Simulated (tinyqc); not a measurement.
MP2 on RHF in the 6-311g basis, for H2, spin multiplicity 1, step by step. Computed by tinyqc, a small Python program that keeps every step (integrals from PySCF). Settings: charge = 0, multiplicity = 1, basis = 6-311g, method = RHF, energy threshold = 1e-10, iteration cap = 52, orthogonalisation = symmetric, start = Wolfsberg-Helmholz matrix, DIIS depth = 6. Command: `OMP_NUM_THREADS=1 python tinyqc.py 23227 23228 out.jsonl` (the two numbers bound the seeds that draw the settings). One thread of a shared host (Intel(R) Xeon(R) Processor @ 2.60GHz), about 0.09 s of CPU time with the checks. The early iterations of the SCF are left out here.

## One-electron integrals

Geometry (angstrom):
```
atom         x         y         z
H     0.000000  0.000000  0.000000
H     0.000000  0.000000  0.858000
```

Basis 6-311g: exponents (1/bohr^2) and contraction coefficients of normalised primitives:
```
element  l (shell)   exponent  coefficient
H            s (1)  33.865000     0.025494
H            s (1)   5.094790     0.190373
H            s (1)   1.158790     0.852161
H            s (2)   0.325840     1.000000
H            s (3)   0.102741     1.000000
```

Overlap, kinetic and nuclear-attraction integrals over the contracted functions; the nuclear repulsion is the sum of Za Zb / Rab.

nuclear repulsion = 0.61675666 hartree

overlap S:
```
          1H 1s     1H 2s     1H 3s     2H 1s     2H 2s     2H 3s
1H 1s  1.000000  0.706377  0.373664  0.177434  0.357703  0.291188
1H 2s  0.706377  1.000000  0.788963  0.357703  0.651617  0.642504
1H 3s  0.373664  0.788963  1.000000  0.291188  0.642504  0.873675
2H 1s  0.177434  0.357703  0.291188  1.000000  0.706377  0.373664
2H 2s  0.357703  0.651617  0.642504  0.706377  1.000000  0.788963
2H 3s  0.291188  0.642504  0.873675  0.373664  0.788963  1.000000
```

kinetic energy T (hartree):
```
           1H 1s     1H 2s     1H 3s      2H 1s     2H 2s     2H 3s
1H 1s   2.304348  0.549119  0.106346  -0.041464  0.151345  0.069085
1H 2s   0.549119  0.488760  0.184881   0.151345  0.227547  0.129950
1H 3s   0.106346  0.184881  0.154112   0.069085  0.129950  0.122521
2H 1s  -0.041464  0.151345  0.069085   2.304348  0.549119  0.106346
2H 2s   0.151345  0.227547  0.129950   0.549119  0.488760  0.184881
2H 3s   0.069085  0.129950  0.122521   0.106346  0.184881  0.154112
```

nuclear attraction V (hartree):
```
           1H 1s      1H 2s      1H 3s      2H 1s      2H 2s      2H 3s
1H 1s  -2.727637  -1.494327  -0.743325  -0.420651  -0.774717  -0.589552
1H 2s  -1.494327  -1.488087  -1.004536  -0.774717  -1.037368  -0.853528
1H 3s  -0.743325  -1.004536  -0.944081  -0.589552  -0.853528  -0.855107
2H 1s  -0.420651  -0.774717  -0.589552  -2.727637  -1.494327  -0.743325
2H 2s  -0.774717  -1.037368  -0.853528  -1.494327  -1.488087  -1.004536
2H 3s  -0.589552  -0.853528  -0.855107  -0.743325  -1.004536  -0.944081
```

core Hamiltonian H = T + V (hartree):
```
           1H 1s      1H 2s      1H 3s      2H 1s      2H 2s      2H 3s
1H 1s  -0.423289  -0.945208  -0.636979  -0.462114  -0.623372  -0.520467
1H 2s  -0.945208  -0.999327  -0.819654  -0.623372  -0.809821  -0.723579
1H 3s  -0.636979  -0.819654  -0.789969  -0.520467  -0.723579  -0.732586
2H 1s  -0.462114  -0.623372  -0.520467  -0.423289  -0.945208  -0.636979
2H 2s  -0.623372  -0.809821  -0.723579  -0.945208  -0.999327  -0.819654
2H 3s  -0.520467  -0.723579  -0.732586  -0.636979  -0.819654  -0.789969
```

## Two-electron integrals

Functions are numbered as in S; the eight-fold symmetry (ij|kl) = (ji|kl) = (kl|ij) leaves the list below.

Two-electron integrals (ij|kl) in chemists' order, unique and non-zero (hartree):
```
(11|11) 1.393035   (21|11) 0.822971   (21|21) 0.509703   (22|11) 0.822904
(22|21) 0.543028   (22|22) 0.644106   (31|11) 0.411256   (31|21) 0.257757
(31|22) 0.279868   (31|31) 0.130794   (32|11) 0.543681   (32|21) 0.365771
(32|22) 0.452669   (32|31) 0.189803   (32|32) 0.325140   (33|11) 0.494021
(33|21) 0.340115   (33|22) 0.445993   (33|31) 0.178035   (33|32) 0.331779
(33|33) 0.361682   (41|11) 0.179317   (41|21) 0.114989   (41|22) 0.128810
(41|31) 0.058701   (41|32) 0.088182   (41|33) 0.083607   (41|41) 0.038709
(42|11) 0.258539   (42|21) 0.175259   (42|22) 0.217522   (42|31) 0.091081
(42|32) 0.155425   (42|33) 0.156230   (42|41) 0.065154   (42|42) 0.129293
(43|11) 0.185591   (43|21) 0.127420   (43|22) 0.163131   (43|31) 0.066542
(43|32) 0.118505   (43|33) 0.122241   (43|41) 0.047800   (43|42) 0.100105
(43|43) 0.079324   (44|11) 0.611707   (44|21) 0.425957   (44|22) 0.558118
(44|31) 0.223468   (44|32) 0.407931   (44|33) 0.422191   (44|41) 0.179317
(44|42) 0.399557   (44|43) 0.318802   (44|44) 1.393035   (51|11) 0.399557
(51|21) 0.249718   (51|22) 0.269848   (51|31) 0.126608   (51|32) 0.182675
(51|33) 0.170940   (51|41) 0.065154   (51|42) 0.102661   (51|43) 0.074858
(51|44) 0.258539   (51|51) 0.129293   (52|11) 0.479607   (52|21) 0.320813
(52|22) 0.391581   (52|31) 0.166119   (52|32) 0.279078   (52|33) 0.280969
(52|41) 0.093285   (52|42) 0.172501   (52|43) 0.132698   (52|44) 0.479607
(52|51) 0.172501   (52|52) 0.273490   (53|11) 0.371519   (53|21) 0.253759
(53|22) 0.325558   (53|31) 0.132415   (53|32) 0.238645   (53|33) 0.252327
(53|41) 0.075885   (53|42) 0.150520   (53|43) 0.119497   (53|44) 0.434563
(53|51) 0.137859   (53|52) 0.236574   (53|53) 0.215630   (54|11) 0.425957
(54|21) 0.294828   (54|22) 0.383872   (54|31) 0.154409   (54|32) 0.280967
(54|33) 0.292809   (54|41) 0.114989   (54|42) 0.249718   (54|43) 0.200021
(54|44) 0.822971   (54|51) 0.175259   (54|52) 0.320813   (54|53) 0.292863
(54|54) 0.509703   (55|11) 0.558118   (55|21) 0.383872   (55|22) 0.499220
(55|31) 0.200783   (55|32) 0.368041   (55|33) 0.391779   (55|41) 0.128810
(55|42) 0.269848   (55|43) 0.217553   (55|44) 0.822904   (55|51) 0.217522
(55|52) 0.391581   (55|53) 0.363894   (55|54) 0.543028   (55|55) 0.644106
(61|11) 0.318802   (61|21) 0.200021   (61|22) 0.217553   (61|31) 0.101529
(61|32) 0.147636   (61|33) 0.138598   (61|41) 0.047800   (61|42) 0.074858
(61|43) 0.054718   (61|44) 0.185591   (61|51) 0.100105   (61|52) 0.132698
(61|53) 0.106059   (61|54) 0.127420   (61|55) 0.163131   (61|61) 0.079324
(62|11) 0.434563   (62|21) 0.292863   (62|22) 0.363894   (62|31) 0.152065
(62|32) 0.261953   (62|33) 0.268311   (62|41) 0.075885   (62|42) 0.137859
(62|43) 0.106059   (62|44) 0.371519   (62|51) 0.150520   (62|52) 0.236574
(62|53) 0.205142   (62|54) 0.253759   (62|55) 0.325558   (62|61) 0.119497
(62|62) 0.215630   (63|11) 0.414146   (63|21) 0.285704   (63|22) 0.376718
(63|31) 0.149673   (63|32) 0.281283   (63|33) 0.309022   (63|41) 0.076069
(63|42) 0.148285   (63|43) 0.117877   (63|44) 0.414146   (63|51) 0.148285
(63|52) 0.253904   (63|53) 0.234126   (63|54) 0.285704   (63|55) 0.376718
(63|61) 0.117877   (63|62) 0.234126   (63|63) 0.276075   (64|11) 0.223468
(64|21) 0.154409   (64|22) 0.200783   (64|31) 0.080833   (64|32) 0.147077
(64|33) 0.153718   (64|41) 0.058701   (64|42) 0.126608   (64|43) 0.101529
(64|44) 0.411256   (64|51) 0.091081   (64|52) 0.166119   (64|53) 0.152065
(64|54) 0.257757   (64|55) 0.279868   (64|61) 0.066542   (64|62) 0.132415
(64|63) 0.149673   (64|64) 0.130794   (65|11) 0.407931   (65|21) 0.280967
(65|22) 0.368041   (65|31) 0.147077   (65|32) 0.273158   (65|33) 0.295463
(65|41) 0.088182   (65|42) 0.182675   (65|43) 0.147636   (65|44) 0.543681
(65|51) 0.155425   (65|52) 0.279078   (65|53) 0.261953   (65|54) 0.365771
(65|55) 0.452669   (65|61) 0.118505   (65|62) 0.238645   (65|63) 0.281283
(65|64) 0.189803   (65|65) 0.325140   (66|11) 0.422191   (66|21) 0.292809
(66|22) 0.391779   (66|31) 0.153718   (66|32) 0.295463   (66|33) 0.331597
(66|41) 0.083607   (66|42) 0.170940   (66|43) 0.138598   (66|44) 0.494021
(66|51) 0.156230   (66|52) 0.280969   (66|53) 0.268311   (66|54) 0.340115
(66|55) 0.445993   (66|61) 0.122241   (66|62) 0.252327   (66|63) 0.309022
(66|64) 0.178035   (66|65) 0.331779   (66|66) 0.361682
```

## Orthogonalisation

S = U s U^T; symmetric (Loewdin) form X = U s^(-1/2) U^T, so that X^T S X = 1.

eigenvalues of S: 0.039343  0.134633  0.228433  0.797477  1.029498  3.770615

X:
```
           1H 1s      1H 2s      1H 3s      2H 1s      2H 2s      2H 3s
1H 1s   1.375680  -0.754317   0.216038   0.026255  -0.010604  -0.037244
1H 2s  -0.754317   2.294972  -1.103385  -0.010604  -0.512022   0.332981
1H 3s   0.216038  -1.103385   2.569123  -0.037244   0.332981  -1.393861
2H 1s   0.026255  -0.010604  -0.037244   1.375680  -0.754317   0.216038
2H 2s  -0.010604  -0.512022   0.332981  -0.754317   2.294972  -1.103385
2H 3s  -0.037244   0.332981  -1.393861   0.216038  -1.103385   2.569123
```

## Iteration 6 (converged): orbitals

converged F (hartree):
```
           1H 1s      1H 2s      1H 3s      2H 1s      2H 2s      2H 3s
1H 1s   0.635844  -0.400152  -0.444753  -0.447424  -0.462656  -0.410705
1H 2s  -0.400152  -0.331464  -0.374333  -0.462656  -0.460900  -0.394975
1H 3s  -0.444753  -0.374333  -0.259961  -0.410705  -0.394975  -0.281101
2H 1s  -0.447424  -0.462656  -0.410705   0.635844  -0.400152  -0.444753
2H 2s  -0.462656  -0.460900  -0.394975  -0.400152  -0.331464  -0.374333
2H 3s  -0.410705  -0.394975  -0.281101  -0.444753  -0.374333  -0.259961
```

Diagonalise F' = X^T F X, C = X C', fill 1 alpha and 1 beta electrons from the bottom; D = 2 C_occ C_occ^T. Each column has its largest component positive (the first on a tie).

F' = X^T F X (hartree):
```
           1          2          3          4          5          6
1   1.705249  -1.175312   0.010701  -0.183765  -0.190721  -0.133496
2  -1.175312   0.945674  -0.381429  -0.190721  -0.216804  -0.031319
3   0.010701  -0.381429   0.189702  -0.133496  -0.031319  -0.130021
4  -0.183765  -0.190721  -0.133496   1.705249  -1.175312   0.010701
5  -0.190721  -0.216804  -0.031319  -1.175312   0.945674  -0.381429
6  -0.133496  -0.031319  -0.130021   0.010701  -0.381429   0.189702
```

orbital energies (hartree): MO1 -0.562347, MO2 0.149551, MO3 0.315661, MO4 0.601968, MO5 2.556721, MO6 2.619694

coefficients C:
```
            MO1        MO2        MO3        MO4        MO5        MO6
1H 1s  0.175960   0.091265  -0.046559  -0.094736  -1.121658  -1.096266
1H 2s  0.303365   0.018665  -0.762954  -1.525183   1.226636   1.709153
1H 3s  0.144203   1.893624   0.866479   2.020124  -0.481440  -1.117837
2H 1s  0.175960  -0.091265  -0.046559   0.094736  -1.121658   1.096266
2H 2s  0.303365  -0.018665  -0.762954   1.525183   1.226636  -1.709153
2H 3s  0.144203  -1.893624   0.866479  -2.020124  -0.481440   1.117837
```

D after iteration 6:
```
          1H 1s     1H 2s     1H 3s     2H 1s     2H 2s     2H 3s
1H 1s  0.061924  0.106760  0.050748  0.061924  0.106760  0.050748
1H 2s  0.106760  0.184061  0.087492  0.106760  0.184061  0.087492
1H 3s  0.050748  0.087492  0.041589  0.050748  0.087492  0.041589
2H 1s  0.061924  0.106760  0.050748  0.061924  0.106760  0.050748
2H 2s  0.106760  0.184061  0.087492  0.106760  0.184061  0.087492
2H 3s  0.050748  0.087492  0.041589  0.050748  0.087492  0.041589
```

## Convergence

Stop when the energy changes by less than 1e-10 hartree and every element of the error matrix X^T (F D S - S D F) X is below 3e-06.

Course of the cycle:
```
iteration  E (hartree)     change  largest element of the error matrix
1          -0.76902349          -                             4.46e-01
2          -1.11297601  -3.44e-01                             6.00e-02
3          -1.11915413  -6.18e-03                             2.38e-03
4          -1.11917326  -1.91e-05                             3.15e-04
5          -1.11917365  -3.96e-07                             3.90e-07
6          -1.11917365  -6.25e-13                             1.66e-07
```

PySCF RHF in the same basis = -1.11917365 hartree

Converged in 6 iterations.

## Integrals over molecular orbitals

(pq|rs) = sum C_ip C_jq C_kr C_ls (ij|kl), one index at a time.

one-electron integrals over orbitals h = C^T H C (hartree):
```
           1          2          3          4          5          6
1  -1.173584   0.000000   0.127833   0.000000   0.080202   0.000000
2   0.000000  -0.507337   0.000000   0.208380   0.000000   0.025468
3   0.127833   0.000000  -0.351550   0.000000  -0.157708   0.000000
4   0.000000   0.208380   0.000000  -0.262069   0.000000  -0.216437
5   0.080202   0.000000  -0.157708   0.000000   1.400013   0.000000
6   0.000000   0.025468   0.000000  -0.216437   0.000000   1.417933
```

Two-electron integrals over orbitals (pq|rs), unique and non-zero (hartree):
```
(11|11) 0.611237    (21|21) 0.057028    (22|11) 0.356958    (22|22) 0.304981
(31|11) -0.127833   (31|22) -0.030553   (31|31) 0.054647    (32|21) 0.020001
(32|32) 0.035179    (33|11) 0.360929    (33|22) 0.276567    (33|31) -0.037474
(33|33) 0.281752    (41|21) -0.068891   (41|32) -0.001435   (41|41) 0.102818
(42|11) -0.138636   (42|22) -0.050843   (42|31) 0.043291    (42|33) -0.048364
(42|42) 0.058874    (43|21) 0.038379    (43|32) 0.017127    (43|41) -0.045874
(43|43) 0.032583    (44|11) 0.483428    (44|22) 0.330744    (44|31) -0.082167
(44|33) 0.311483    (44|42) -0.103541   (44|44) 0.420558    (51|11) -0.080202
(51|22) -0.013432   (51|31) 0.045672    (51|33) -0.021714   (51|42) 0.028317
(51|44) -0.056827   (51|51) 0.079764    (52|21) -0.004072   (52|32) 0.004151
(52|41) 0.012178    (52|43) -0.009782   (52|52) 0.013713    (53|11) 0.101690
(53|22) 0.033864    (53|31) -0.038041   (53|33) 0.034684    (53|42) -0.035876
(53|44) 0.071060    (53|51) -0.042090   (53|53) 0.034970    (54|21) 0.014072
(54|32) -0.018616   (54|41) -0.038362   (54|43) 0.014604    (54|52) -0.021750
(54|54) 0.047802    (55|11) 0.618236    (55|22) 0.352863    (55|31) -0.136080
(55|33) 0.360664    (55|42) -0.142824   (55|44) 0.490956    (55|51) -0.122523
(55|53) 0.121251    (55|55) 0.680456    (61|21) -0.028928   (61|32) 0.016704
(61|41) 0.061503    (61|43) -0.029874   (61|52) 0.029829    (61|54) -0.060749
(61|61) 0.086421    (62|11) -0.027198   (62|22) 0.009455    (62|31) 0.022483
(62|33) -0.002694   (62|42) 0.006648    (62|44) -0.013682   (62|51) 0.036280
(62|53) -0.016381   (62|55) -0.048173   (62|62) 0.024051    (63|21) 0.031434
(63|32) -0.003321   (63|41) -0.050513   (63|43) 0.022281    (63|52) -0.011748
(63|54) 0.031250    (63|61) -0.045979   (63|63) 0.032459    (64|11) 0.138970
(64|22) 0.030485    (64|31) -0.060363   (64|33) 0.044736    (64|42) -0.047796
(64|44) 0.092244    (64|51) -0.074308   (64|53) 0.050562    (64|55) 0.176266
(64|62) -0.037421   (64|64) 0.088499    (65|21) 0.094693    (65|32) 0.003048
(65|41) -0.142684   (65|43) 0.072158    (65|52) -0.038082   (65|54) 0.087398
(65|61) -0.130499   (65|63) 0.089313    (65|65) 0.268168    (66|11) 0.644091
(66|22) 0.368404    (66|31) -0.150017   (66|33) 0.367246    (66|42) -0.154965
(66|44) 0.518263    (66|51) -0.153075   (66|53) 0.137254    (66|55) 0.719919
(66|62) -0.056403   (66|64) 0.199139    (66|66) 0.779621
```

## Second-order Moller-Plesset energy

Hartree-Fock energy = -1.11917365 hartree

E2 = sum_ijab (ia|jb) [2 (ia|jb) - (ib|ja)] / (e_i + e_j - e_a - e_b) over occupied i, j and virtual a, b; the opposite-spin part is (ia|jb)^2 / denominator, the rest is same-spin, and SCS-MP2 scales them by 6/5 and 1/3.

Terms:
```
i  j  a  b    (ia|jb)    (ib|ja)  denominator       term
1  1  4  4   0.102818   0.102818    -2.328631  -0.004540
1  1  4  2  -0.068891  -0.068891    -1.876214  -0.002530
1  1  2  4  -0.068891  -0.068891    -1.876214  -0.002530
1  1  2  2   0.057028   0.057028    -1.423797  -0.002284
1  1  3  3   0.054647   0.054647    -1.756015  -0.001701
1  1  6  6   0.086421   0.086421    -6.364083  -0.001174
1  1  5  5   0.079764   0.079764    -6.238136  -0.001020
1  1  6  4   0.061503   0.061503    -4.346357  -0.000870
1  1  4  6   0.061503   0.061503    -4.346357  -0.000870
1  1  5  3   0.045672   0.045672    -3.997075  -0.000522
1  1  3  5   0.045672   0.045672    -3.997075  -0.000522
1  1  2  6  -0.028928  -0.028928    -3.893940  -0.000215
1  1  6  2  -0.028928  -0.028928    -3.893940  -0.000215
```

Pair energies (hartree; pair i-j sums ij and ji):
```
pair  opposite spin  same spin
1-1       -0.018991          0
```

MP2 correlation energy = -0.01899124 hartree

SCS-MP2 correlation energy = -0.02278948 hartree

MP2 total energy = -1.13816489 hartree
